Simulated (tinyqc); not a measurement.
Worked calculation: FCI on RHF in the sto-3g basis, for H2, spin multiplicity 1. One step of it, computed by the program tinyqc.

Question. FCI: roots. Diagonalise (each vector has its largest component positive (the first on a tie)); all determinants have Ms = 0, so triplets appear too. The lowest singlet root is the correlation energy.

Occupation strings over the orbitals (2 doubly, a alpha, b beta, 0 empty; spin orbitals ordered 1a 1b 2a 2b ...): 20 ab ba 02

H - E(HF) between determinants (hartree), lower triangle:
```
          20         ab        ba        02
20  0.000000
ab  0.000000   0.777015
ba  0.000000  -0.180764  0.777015
02  0.180764   0.000000  0.000000  1.599231
```

Give: lowest roots of this matrix, relative to E(HF); lowest vectors; <S^2> of these roots; weight of the ground state by excitation level 0, 1, 2, ....

Answer.

lowest roots of this matrix, relative to E(HF) (hartree): -0.0202  0.5963  0.9578  1.6194

lowest vectors:
```
     root 1  root 2   root 3  root 4
20   0.9938  0.0000   0.0000  0.1109
ab   0.0000  0.7071   0.7071  0.0000
ba   0.0000  0.7071  -0.7071  0.0000
02  -0.1109  0.0000   0.0000  0.9938
```

<S^2> of these roots: 0.0000  2.0000  0.0000  0.0000

weight of the ground state by excitation level 0, 1, 2, ...: 0.9877  0.0000  0.0123
